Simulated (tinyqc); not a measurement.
Inside a calculation. Method: Hueckel theory of the pi electrons, for the molecule C=C1C=CC=NC=C1 (SMILES; centres numbered as the heavy atoms are written). One step of it, computed by the program tinyqc.

Question. Orbitals. Diagonalise; E = alpha + x beta with beta < 0, so the largest x are filled first; degenerate levels share their electrons. P = sum n_i c_ri c_si; each orbital has its largest coefficient positive (the first on a tie).

Hueckel matrix in units of beta (H = alpha + beta A):
```
,1C,2C,3C,4C,5C,6N,7C,8C
1C,0.000000,1.000000,0.000000,0.000000,0.000000,0.000000,0.000000,0.000000
2C,1.000000,0.000000,1.000000,0.000000,0.000000,0.000000,0.000000,1.000000
3C,0.000000,1.000000,0.000000,1.000000,0.000000,0.000000,0.000000,0.000000
4C,0.000000,0.000000,1.000000,0.000000,1.000000,0.000000,0.000000,0.000000
5C,0.000000,0.000000,0.000000,1.000000,0.000000,1.000000,0.000000,0.000000
6N,0.000000,0.000000,0.000000,0.000000,1.000000,0.500000,1.000000,0.000000
7C,0.000000,0.000000,0.000000,0.000000,0.000000,1.000000,0.000000,1.000000
8C,0.000000,1.000000,0.000000,0.000000,0.000000,0.000000,1.000000,0.000000
```

pi electrons, sum of z_r less the charge = 8

Give: x values; occupations; coefficients; charge and bond-order matrix P.

Answer.

x values: 2.1579  1.5833  1.2638  0.2600  -0.3574  -0.7494  -1.6865  -1.9717

occupations: 2.0000  2.0000  2.0000  2.0000  0.0000  0.0000  0.0000  0.0000

coefficients:
```
,MO1,MO2,MO3,MO4,MO5,MO6,MO7,MO8
1C,0.1921,-0.3320,-0.0694,0.6925,-0.1201,0.5100,-0.0373,-0.3043
2C,0.4145,-0.5257,-0.0877,0.1801,0.0429,-0.3822,0.0629,0.5999
3C,0.3397,-0.3090,0.3823,-0.2700,0.5588,-0.0326,0.2268,-0.4531
4C,0.3185,0.0363,0.5709,-0.2503,-0.2427,0.4066,-0.4454,0.2934
5C,0.3477,0.3666,0.3392,0.2049,-0.4721,-0.2721,0.5244,-0.1255
6N,0.4318,0.5441,-0.1422,0.3035,0.4114,-0.2026,-0.4390,-0.0460
7C,0.3682,0.2228,-0.4478,-0.2778,0.1194,0.5253,0.4356,0.2391
8C,0.3627,-0.1913,-0.4238,-0.3757,-0.4541,-0.1910,-0.2956,-0.4255
```

charge and bond-order matrix P:
```
,1C,2C,3C,4C,5C,6N,7C,8C
1C,1.2631,0.7698,-0.0913,-0.3276,0.1269,0.2448,-0.3291,-0.1953
2C,0.7698,0.9765,0.4422,0.0356,-0.0829,-0.0798,0.0495,0.4408
3C,-0.0913,0.4422,0.8599,0.7656,0.1584,-0.3156,-0.0800,0.2435
4C,-0.3276,0.0356,0.7656,0.9827,0.5329,0.0003,-0.1216,-0.0786
5C,0.1269,-0.0829,0.1584,0.5329,0.8247,0.7271,0.0018,-0.3295
6N,0.2448,-0.0798,-0.3156,0.0003,0.7271,1.1896,0.5192,-0.0025
7C,-0.3291,0.0495,-0.0800,-0.1216,0.0018,0.5192,0.9258,0.7701
8C,-0.1953,0.4408,0.2435,-0.0786,-0.3295,-0.0025,0.7701,0.9778
```
